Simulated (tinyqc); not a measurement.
Low-temperature mobility of a two-dimensional electron gas with static screening: one step, computed by the program tinyqc. Command: `OMP_NUM_THREADS=1 python tinyqc.py 3029812 3029813 out.jsonl twodeg walk`. One thread of a shared host (Intel(R) Xeon(R) Processor @ 2.30GHz), about 0.01 s of CPU time with the checks.

One subband is filled, the gas is degenerate and scatters at the Fermi circle; one permittivity serves on both sides of the interface. All formulas are in SI units, masses times m_0. Piezoelectric and polar phonons are left out, and n_s is taken as set by a gate, independent of N_i.

Question. Remote charges. Form factors with u = q/b: screening G(q) = [1 + 9u/8 + 3u^2/8]/(1 + u)^3, remote charge P(q) = exp(-q d)/(1 + u)^3. Dielectric function eps(q) = 1 + q_TF G(q)/q, with q = 2 k_F sin(theta/2). Remote charges: <|U|^2> = N_i [e^2 P(q)/(2 eps eps_0 q)]^2. 1/tau_t = (m/(pi hbar^3)) int_0^pi (1 - cos theta) <|U|^2>/eps(q)^2 dtheta; the quantum rate 1/tau_q drops the factor (1 - cos theta); 200 Gauss-Legendre points in s with theta = pi s^2, s from 0 to 1; mu = e tau_t/m.

Inputs (values chosen for the exercise, modelled on an InAs channel): in-plane mass m = 0.0301 m_0; mass across the layer m_z = 0.0307 m_0; permittivity eps = 14.9; roughness height Delta = 0.51 nm; correlation length Lambda = 11 nm; remote charge density N_i = 3.7e+10 1/cm^2; distance d of the charges from the interface = 54 nm.

Wave function: Fang-Howard. Roughness spectrum: Gaussian.

k_F = 0.2965883 1/nm

b = 0.3196471 1/nm

q_TF = 0.07635001 1/nm

effective field F = 0.09411896 MV/cm

Constants: m_0 = 9.1093837015e-31 kg; hbar = 1.054571817e-34 J s; e = 1.602176634e-19 C; eps_0 = 8.8541878128e-12 F/m.

Give: tau_t, charges; tau_q, charges; remote-charge mobility; tau_t/tau_q, charges.

Answer.

tau_t, charges = 16107 ps

tau_q, charges = 9.341 ps

remote-charge mobility = 9.412e+08 cm^2/(V s)

tau_t/tau_q, charges = 1724

Caution: E_F exceeds 100 meV in a band of small mass, where non-parabolicity and upper valleys, left out here, matter. Caution: E_F exceeds 1.1 (hbar^2 e^2 F^2/2 m_z)^(1/3), of the order of the first subband spacing (1.75 times that in a triangular well, less with self-consistent band bending), so a second subband may fill.
